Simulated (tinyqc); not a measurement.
Worked calculation: wafer bonding and layer transfer: bond energy, gap closing, particles, bonding of dissimilar wafers and hydrogen blisters. Computed by tinyqc, a small Python program that keeps every step. Command: `OMP_NUM_THREADS=1 python tinyqc.py 3031606 3031607 out.jsonl bond walk`. One thread of a shared host (Intel(R) Xeon(R) Processor @ 2.30GHz), about 0.01 s of CPU time with the checks. Intermediate numbers are printed to about 6 digits and carried at full precision; extremes and crossings named in words are read from the listed rows.

gamma is the energy per area of each of the two surfaces; plates are isotropic.

Inputs (values chosen for the exercise, for model wafers):
```
quantity,value,unit
Young's modulus E1,163,GPa
Young's modulus E2,102,GPa
Poisson ratio nu,0.17,-
thickness t1,300,micrometre
thickness t2,1000,micrometre
blade thickness t_b,230,micrometre
crack length L,12.5,mm
particle radius h,0.13,micrometre
radius of a shallow gap R,0.3,mm
half height of the gap h_g,0.72,nm
expansion mismatch alpha_2 - alpha_1,3,1e-6/K
heating dT,450,K
implant depth d,0.17,micrometre
hydrogen dose,3.4,1e16/cm^2
share of the dose released as H2,0.24,-
surface energy of the weakened plane gamma_s,1.1,J/m^2
anneal temperature T,600,K
```

Pair: two different wafers.

Constants: k_B = 1.380649e-23 J/K.

## Bond energy from the blade test

Two cantilevers opened by t_b: gamma = 3 t_b^2 E1 t1^3 E2 t2^3/(16 L^4 (E1 t1^3 + E2 t2^3)).

bond energy gamma = 1.71405 J/m^2

An error of 5 % in L changes gamma by about 20 %. This nears the fracture energy of the bulk. Caution: the crack is short against the thickness, so root rotation and shear add to the beam formula.

## Does a shallow gap close?

E' = E1/(1 - nu^2), equal wafers of thickness t1 assumed. A gap of radius R closes if h_g < h_c: h_c = R^2/sqrt((2/3) E' t1^3/gamma) for R > 2 t1 (plate bending), h_c = 3.6 sqrt(R gamma/E') for R < 2 t1 (local deformation).

closable height h_c = 199.257 nm

h_g/h_c = 0.00361343

The gap closes.

## Void around a particle

E' = E1/(1 - nu^2), equal wafers assumed. Void radius in the plate regime: R_v = [(2/3) E' t1^3/gamma]^(1/4) h^(1/2). Below h_crit = 5 sqrt(t1 gamma/E') the wafers deform locally and R_v is of the order of h (taken as h).

critical particle radius = 0.276745 micrometre

void radius = 0.13 micrometre

The particle is small enough to be embedded.

## Heating a pair with different expansion

M = E/(1 - nu), misfit e = (alpha_2 - alpha_1) dT. Curvature k = 6 M1 M2 t1 t2 (t1 + t2) e/[M1^2 t1^4 + M2^2 t2^4 + 2 M1 M2 t1 t2 (2 t1^2 + 3 t1 t2 + 2 t2^2)]; force per width F = k (M1 t1^3 + M2 t2^3)/(6 (t1 + t2)); at the interface s1 = F/t1 + M1 k t1/2, s2 = -F/t2 - M2 k t2/2; stored biaxial energy U = F^2 [1/(M1 t1) + 1/(M2 t2)] + k^2 (M1 t1^3 + M2 t2^3)/12; the pair can part when U > 2 gamma.

curvature = 1.27035 1/m

force per width = 20.8784 kN/m

stress in wafer 1 at the interface = 107.017 MPa

stress in wafer 2 at the interface = -98.9362 MPa

stored energy U = 28.1858 J/m^2

largest dT for this gamma = 156.936 K

U exceeds 2 gamma: the pair can debond; the bond strengthens on heating, so slow ramps or thinning one wafer first help. Caution: on a wafer of 100 mm the sag k R^2/2 would exceed half the thickness of the pair, beyond the small-deflection theory: the plate stiffens.

## Blistering after hydrogen implantation

A flat crack of radius r under a layer of thickness d, as a clamped plate: centre height w = 3 p r^4/(16 E' d^3), volume pi r^2 w/3, energy release G = 3 p^2 r^4/(32 E' d^3), E' = E1/(1 - nu^2). It grows when G = 2 gamma_s. The gas comes from the area pi r^2: p V = (dose x share/2) pi r^2 k_B T, and G = p w/2 = (3/2) N k_B T with N the H2 molecules per area. Share needed: G = 2 gamma_s. The pressure and height at growth are given for r = 10 d.

energy release G = 0.506974 J/m^2

share of the dose needed = 1.04147

pressure at growth = 48.1352 MPa

height at growth = 91.4091 nm

The released gas does not suffice by this estimate. In this plate limit G depends on neither r nor d. Caution: the height exceeds half the layer thickness, so membrane stretching stiffens the plate. Caution: more than the whole dose would be needed: stress and bond weakening, left out here, must do the rest.

## Closable height against the size of the gap

The formulas are those given above.

Gap closing:
```
R (mm),regime,h_c (nm),slope h_c/R
1.00e-04,local,3.63791e+00,0.0363791
1.00e-03,local,1.15041e+01,0.0115041
1.00e-02,local,3.63791e+01,0.0036379
1.00e-01,local,1.15041e+02,0.0011504
5.00e-01,local,2.57239e+02,0.0005145
2.00e+00,plate,3.01282e+03,0.0015064
5.00e+00,plate,1.88301e+04,0.0037660
2.00e+01,plate,3.01282e+05,0.0150641
5.00e+01,plate,1.88301e+06,0.0376603
```

Roughness of 100 nm scale may be 3.6 nm in half height, waviness of radius 5 cm as much as 1900 micrometre: h_c goes as R^(1/2) when the wafer deforms locally and as R^2 when it bends. The allowed slope is least near R = 2 t1, so defects about 4 t1 wide are the hardest to close; bow matters little.

Checks made by the program: gamma against the derivative of the beam energy (relative difference below 1e-10).
